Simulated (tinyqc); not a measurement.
Comparisons within one model: interface roughness in a thin film (subband fluctuation and scattering). A value that a table varies takes the place of the one given here.

Square well of width t, barriers V0, c = hbar^2/2m0: E1 solves k t + 2 atan[(k/mz)/(kappa/mb)] = pi, k = sqrt(mz E/c), kappa = sqrt(mb (V0 - E)/c). One interface is rough, so the subband edge fluctuates by G dt with G = |dE1/dt| (central difference of 0.01 angstrom; 2 E1/t for hard walls).

Gaussian roughness spectrum S(q) = pi D^2 Lc^2 exp(-q^2 Lc^2/4). Degenerate gas, taken to fill one subband (the second starts to fill once c kF^2/md exceeds E2 - E1, which is not tested here): kF = sqrt(2 pi Ns/gv), q = 2 kF sin(theta/2), 1/tau = (md/(2 pi c hbar)) G^2 times the integral from 0 to pi of S(q)(1 - cos theta)/eps(q)^2 dtheta, eps(q) = 1 + qs/q with screening (qs = gv md q0/(c eps), q0 = e^2/(4 pi eps0), form factors left out, which overstates the screening; other scattering is left out too, so these values lie far above measured mobilities in all but the thinnest films) or 1 without; mobility = tau c2/md with c2 = e/m0 = 1.75882e15 cm^2/(V s^2); 1e12/cm^2 = 1e-4/angstrom^2.

Constants: hbar^2/2m0 = 3.80998211 eV angstrom^2; hbar = 6.58211957e-16 eV s; e^2/(4 pi eps0) = 14.39964547 eV angstrom.

Values chosen for the exercise (near those of a thin Si channel on (100), two-fold valleys; the results hold for these values, not for the real material): mz = 0.89 m0 (confinement mass); V0 = 3.2 eV (barrier); mb = 0.51 m0 (barrier mass); md = 0.187 m0 (mass in the plane); gv = 2 (valleys); D = 1.1 angstrom (rms height of the roughness); Lc = 48 angstrom (correlation length); Ns = 1.1 x 1e12/cm^2 (sheet density); eps = 7.9 (mean dielectric constant at the channel); ts = (19, 24, 29, 34, 42, 54, 71) angstrom (thicknesses); t = 34 angstrom (film thickness); Ll = (4, 8, 14, 22, 35, 55, 90) angstrom (correlation lengths).

## The sixth-power law

Screened mobility against thickness for the finite barrier and for hard walls.

Results:
```
t (angstrom)  E1 (meV)  G (meV/angstrom)  mobility (cm^2/(V s))  the same, hard walls
19                98.0             9.418               2.69e+04              1.57e+04
24                63.7             4.938               9.80e+04              6.39e+04
29                44.7             2.902               2.84e+05              1.99e+05
34                33.0             1.848               7.00e+05              5.17e+05
42                22.1             1.009               2.35e+06              1.84e+06
54                13.6             0.488               1.01e+07              8.30e+06
71                 8.0             0.219               4.96e+07              4.29e+07
```

With hard walls G goes as 1/t^3 and the mobility as t^6. With the finite barrier the local exponent is 5.53 at the thin end and 5.83 at the thick end, since the envelope leaks out and softens the dependence. The least value is 2.69e+04 cm^2/(V s). The gate field, which also presses carriers to the interface, is left out. Below about 20 angstrom the effective-mass picture is itself doubtful. Up to t = 24 angstrom G D exceeds half of EF - E1, where the Born rate fails.

## Correlation length

Fixed D; bare and screened mobility.

Results:
```
Lc (angstrom)  kF Lc  bare mobility (cm^2/(V s))  screened mobility (cm^2/(V s))
4               0.07                    1.22e+06                        5.31e+07
8               0.15                    3.09e+05                        1.35e+07
14              0.26                    1.04e+05                        4.57e+06
22              0.41                    4.55e+04                        2.01e+06
35              0.65                    2.17e+04                        9.76e+05
55              1.02                    1.36e+04                        6.48e+05
90              1.67                    1.46e+04                        8.76e+05
```

The bare mobility is lowest at Lc = 55 angstrom of those listed (kF Lc = 1.02). The screened mobility is lowest at Lc = 55 angstrom of those listed (kF Lc = 1.02). Short roughness averages out (mobility as 1/Lc^2; the first two rows give exponent -1.98), and long roughness deflects only by small angles (bare mobility rising as Lc; the last two rows give 0.15).

## What each parameter does

G, G D, and the screened mobility. Each row changes one parameter from the base and keeps the others.

Results:
```
case                   G (meV/angstrom)  G D (meV)  mobility (cm^2/(V s))
base                              1.848       2.03              6.997e+05
t = 40 angstrom                   1.160       1.28              1.774e+06
D = 1.43 angstrom                 1.848       2.64              4.140e+05
Lc = 56 angstrom                  1.848       2.03              6.444e+05
Ns = 1.76 x 1e12/cm^2             1.848       2.03              6.872e+05
mz = 1.023 m0                     1.639       1.80              8.894e+05
md = 0.215 m0                     1.848       2.03              6.719e+05
V0 = 2.24 eV                      1.795       1.97              7.416e+05
eps = 9.5                         1.848       2.03              5.145e+05
```

The largest shifts from the base row, up to three for each result and ties (the steps differ in size, so this ranks the rows, not the parameters). G (meV/angstrom): t -0.687, mz -0.209, V0 -0.053; unchanged at the printed digits by D, Lc, Ns, md and eps. G D (meV): t -0.76, D +0.61, mz -0.23; unchanged at the printed digits by Lc, Ns, md and eps. mobility (cm^2/(V s)): t +1.07e+06, D -2.86e+05, mz +1.90e+05. In the base case G D is 0.29 times EF - E1 = 7.0 meV.

tinyqc: `OMP_NUM_THREADS=1 python tinyqc.py 1281180 1281181 out.jsonl`; about 0.01 s, one thread, shared Intel(R) Xeon(R) Processor @ 2.30GHz.
